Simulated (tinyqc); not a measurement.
Worked calculation: extended Hueckel theory, for BeH2. One step of it, computed by the program tinyqc.

Task: Mulliken analysis. P = C n C^T; charge = valence electrons (H 1, Be 2) minus the sum of (P S)_ii on the atom; overlap population = 2 sum P_ij S_ij between two atoms.

coefficients:
```
              MO1        MO2        MO3       MO4        MO5        MO6
1Be 2s   0.429436   0.000000  -0.077994  0.000000   1.207811   0.000000
1Be 2px  0.000000   0.000000   0.000000  1.000000   0.000000   0.000000
1Be 2py  0.000000   0.313859   0.000000  0.000000   0.000000   1.549682
1Be 2pz  0.008408   0.000000   0.996616  0.000000   0.101587   0.000000
2H 1s    0.468889   0.529041   0.019639  0.000000  -0.763149  -1.004180
3H 1s    0.468889  -0.529041   0.019639  0.000000  -0.763149   1.004180
```

occupations: 2.000000  2.000000  0.000000  0.000000  0.000000  0.000000

overlap S, lower triangle:
```
           1Be 2s   1Be 2px    1Be 2py   1Be 2pz     2H 1s     3H 1s
1Be 2s   1.000000
1Be 2px  0.000000  1.000000
1Be 2py  0.000000  0.000000   1.000000
1Be 2pz  0.000000  0.000000   0.000000  1.000000
2H 1s    0.449712  0.000000   0.539531  0.033646  1.000000
3H 1s    0.449712  0.000000  -0.539531  0.033646  0.029692  1.000000
```

Give: charges; Overlap populations.

Result:

charges: 1Be 0.7129, 2H -0.3565, 3H -0.3565

Overlap populations:
```
pair      value
2-1    0.721088
3-1    0.721088
3-2   -0.007129
```
